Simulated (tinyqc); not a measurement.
Complex band structure along [001] in sp3s* tight binding: one step. The px, py block. Three cases, with inputs chosen for the exercise.

Task: For px and py the determinant gives (E - Epa)(E - Epc) = Vxx^2 cos^2(phi) + Vxy^2 sin^2(phi). With phi = i kappa a/4 this is sinh^2(kappa a/4) = ((E - Epa)(E - Epc) - Vxx^2)/(Vxx^2 - Vxy^2), E = Ev + dE. Parameters in the order Esa, Epa, Esc, Epc, Exa, Exc, Vss, Vxx, Vxy, Vsapc, Vscpa, Vxapc, Vpaxc.

For k = (0, 0, kz) the phase sums are g0 = cos(phi) and g3 = i sin(phi), phi = kz a/4, and the s, pz, s* orbitals of anion (a) and cation (c) decouple from px, py. With z = exp(i phi), H(z) = H0 + z T + T^T/z for any complex z. H0 is diagonal (Esa, Epa, Exa, Esc, Epc, Exc). The anion-cation block is B(z) = z U + W/z and the cation-anion block z W^T + U^T/z, where U has Vss/2 (s,s), Vsapc/2 (s,z), -Vscpa/2 (z,s), Vxx/2 (z,z), Vxapc/2 (s*,z), -Vpaxc/2 (z,s*), and W has the same values with the s-z and s*-z signs reversed. |z| = 1 is a band state, |z| < 1 decays along [001] as exp(-kappa d) over a distance d, kappa = -(4/a) ln|z|. No spin-orbit coupling.

Case 1.

Values chosen (out of a larger set: near a published set for InP, fitted to gaps, whose masses and valley positions are rough (light masses up to twice too heavy); not measured data): p = (-8.515, 0.874, -1.473, 4.018, 8.277, 7.018, -5.394, 1.892, 4.211, 2.218, 5.626, 3.489, 4.476) eV (order Esa, Epa, Esc, Epc, Exa, Exc, Vss, Vxx, Vxy, Vsapc, Vscpa, Vxapc, Vpaxc); dE = 1.03 eV (E - Ev); a = 5.865 angstrom (lattice constant).

Ev = -0.013847 eV

Case 2.

Values chosen (out of a larger set: near a published set for GaP, fitted to gaps, whose masses and valley positions are rough (light masses up to twice too heavy); not measured data): p = (-8.103, 1.122, -2.199, 4.128, 8.514, 7.162, -7.492, 2.159, 5.133, 4.272, 6.326, 4.649, 5.078) eV (order Esa, Epa, Esc, Epc, Exa, Exc, Vss, Vxx, Vxy, Vsapc, Vscpa, Vxapc, Vpaxc); dE = 1.09 eV (E - Ev); a = 5.452 angstrom (lattice constant).

Ev = -0.005644 eV

Case 3.

Values chosen (out of a larger set: near a published set for InP, fitted to gaps, whose masses and valley positions are rough (light masses up to twice too heavy); not measured data): p = (-8.516, 0.872, -1.484, 4.05, 8.272, 7.053, -5.351, 1.883, 4.243, 2.229, 5.58, 3.464, 4.477) eV (order Esa, Epa, Esc, Epc, Exa, Exc, Vss, Vxx, Vxy, Vsapc, Vscpa, Vxapc, Vpaxc); dE = 0.98 eV (E - Ev); a = 5.87 angstrom (lattice constant).

Ev = -0.002861 eV

Give: sinh^2(kappa a/4); kappa of the heavy-hole branch.

Result:

Case 1.

sinh^2(kappa a/4) = 0.28308
kappa of the heavy-hole branch = 0.3476 1/angstrom

This branch decays faster than the slowest root of the s-pz block (0.0954), by a factor 3.64 in kappa.

Case 2.

sinh^2(kappa a/4) = 0.20966
kappa of the heavy-hole branch = 0.3252 1/angstrom

This branch decays faster than the slowest root of the s-pz block (0.1729), by a factor 1.88 in kappa.

Case 3.

sinh^2(kappa a/4) = 0.26760
kappa of the heavy-hole branch = 0.3384 1/angstrom

This branch decays faster than the slowest root of the s-pz block (0.0926), by a factor 3.65 in kappa.

Computed by tinyqc, one run a case: `OMP_NUM_THREADS=1 python tinyqc.py N N+1 out.jsonl` with N = 1480020, 1480070, 1481087; one thread of a shared Intel(R) Xeon(R) Processor @ 2.30GHz, about 0.02 s a run at most.
